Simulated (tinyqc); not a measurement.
Comparisons within one model: alloy A(1-x)B(x) by interpolation with bowing. A value that a table varies takes the place of the one given here.

Each gap follows E(x) = (1 - x) E_A + x E_B - C x (1 - x); the lattice constant follows Vegard, a(x) = (1 - x) a_A + x a_B.

Mass at Gamma from the Kane formula 1/m = F + Ep (Eg + 2 Dso/3)/(Eg (Eg + Dso)). F is fixed by the masses of A and B and interpolated linearly, as is Ep; Eg and Dso carry their bowing.

Constants: hc = 1239.841984 eV nm.

Parameters, chosen for this exercise (A near InAs, B near GaAs; not measured data): a = (6.055, 5.647) angstrom (lattice constant of A, B); Eg = (0.417, 1.524) eV (gap at Gamma to the s-like level of A, B); EgX = (1.412, 2.004) eV (gap to the lowest valley along Gamma-X of A, B); EgL = (1.135, 1.827) eV (gap to L of A, B); C = (0.489, 1.433, 0.353) eV (bowing of the Gamma, X and L gaps); Dso = (0.388, 0.336) eV (spin-orbit splitting of A, B); Ep = (21.2, 25.5) eV (Kane energy of A, B); me = (0.0261, 0.0673) m0 (electron mass at Gamma of A, B); Cs = 0.12 eV (bowing of Dso); x = 0.87 (fraction of B).

## Gaps across the alloy

Eleven compositions.

Gaps (eV):

| x | a (angstrom) | Gamma | X | L | lowest | wavelength (nm) |
|---|---|---|---|---|---|---|
| 0.0 | 6.0550 | 0.417 | 1.412 | 1.135 | Gamma | 2973 |
| 0.1 | 6.0142 | 0.484 | 1.342 | 1.172 | Gamma | 2563 |
| 0.2 | 5.9734 | 0.560 | 1.301 | 1.217 | Gamma | 2213 |
| 0.3 | 5.9326 | 0.646 | 1.289 | 1.268 | Gamma | 1918 |
| 0.4 | 5.8918 | 0.742 | 1.305 | 1.327 | Gamma | 1670 |
| 0.5 | 5.8510 | 0.848 | 1.350 | 1.393 | Gamma | 1462 |
| 0.6 | 5.8102 | 0.964 | 1.423 | 1.465 | Gamma | 1286 |
| 0.7 | 5.7694 | 1.089 | 1.525 | 1.545 | Gamma | 1138 |
| 0.8 | 5.7286 | 1.224 | 1.656 | 1.632 | Gamma | 1013 |
| 0.9 | 5.6878 | 1.369 | 1.816 | 1.726 | Gamma | 905 |
| 1.0 | 5.6470 | 1.524 | 2.004 | 1.827 | Gamma | 814 |

The lowest valley is Gamma at every x. The Gamma gap is monotonic, since its bowing (0.489 eV) is smaller than the difference of the end gaps (1.107 eV); at x = 0.5 bowing lowers it by C/4 = 0.122 eV.

## Three ways to interpolate a mass

Linear in m, linear in 1/m, and the Kane formula.

Masses (m0):

| x | Eg (eV) | linear in m | linear in 1/m | Kane | Kane m/Eg (1/eV) |
|---|---|---|---|---|---|
| 0.000 | 0.417 | 0.0261 | 0.0261 | 0.0261 | 0.0626 |
| 0.125 | 0.502 | 0.0312 | 0.0283 | 0.0300 | 0.0599 |
| 0.250 | 0.602 | 0.0364 | 0.0308 | 0.0345 | 0.0574 |
| 0.375 | 0.718 | 0.0415 | 0.0339 | 0.0395 | 0.0550 |
| 0.500 | 0.848 | 0.0467 | 0.0376 | 0.0448 | 0.0528 |
| 0.625 | 0.994 | 0.0519 | 0.0423 | 0.0503 | 0.0506 |
| 0.750 | 1.156 | 0.0570 | 0.0483 | 0.0560 | 0.0485 |
| 0.875 | 1.332 | 0.0621 | 0.0562 | 0.0617 | 0.0463 |
| 1.000 | 1.524 | 0.0673 | 0.0673 | 0.0673 | 0.0442 |

At x = 0.5 the three give 0.0467, 0.0376 and 0.0448; judged by the largest distance, the Kane value is closer to the interpolation in m (largest distances 0.0021 m0 from the rule in m, 0.0081 m0 from the rule in 1/m). The ratio m/Eg varies by a factor of 1.42 while the gap varies by 3.65; a constant ratio is the two-band rule m = Eg/Ep at fixed Ep.

## What each parameter does

Gaps at x and the Kane mass. Each row changes one parameter from the base and keeps the others.

Results:

| case | Gamma (eV) | X (eV) | L (eV) | mass (m0) |
|---|---|---|---|---|
| base | 1.3248 | 1.7650 | 1.6971 | 0.0615 |
| x = 0.91 | 1.3843 | 1.8334 | 1.7358 | 0.0633 |
| C = (0.589, 1.533, 0.453) eV | 1.3135 | 1.7537 | 1.6858 | 0.0610 |
| Eg = (0.438, 1.524) eV | 1.3275 | 1.7650 | 1.6971 | 0.0607 |
| EgX = (1.412, 1.904) eV | 1.3248 | 1.6780 | 1.6971 | 0.0615 |
| EgL = (1.078, 1.827) eV | 1.3248 | 1.7650 | 1.6897 | 0.0615 |
| Ep = (23.3, 28) eV | 1.3248 | 1.7650 | 1.6971 | 0.0621 |
| Cs = 0.17 eV | 1.3248 | 1.7650 | 1.6971 | 0.0614 |

The largest shifts from the base row, up to three for each result and ties (the steps differ in size, so this ranks the rows, not the parameters). Gamma (eV): x +0.0595, C -0.0113, Eg +0.0027; unchanged at the printed digits by EgX, EgL, Ep and Cs. X (eV): EgX -0.0870, x +0.0684, C -0.0113; unchanged at the printed digits by Eg, EgL, Ep and Cs. L (eV): x +0.0387, C -0.0113, EgL -0.0074; unchanged at the printed digits by Eg, EgX, Ep and Cs. mass (m0): x +0.0018, Eg -0.0008, Ep +0.0006; unchanged at the printed digits by EgX and EgL.

(tinyqc, `OMP_NUM_THREADS=1 python tinyqc.py 1080811 1080812 out.jsonl`, Intel(R) Xeon(R) Processor @ 2.30GHz, 1 thread, shared host, about 0.01 s.)
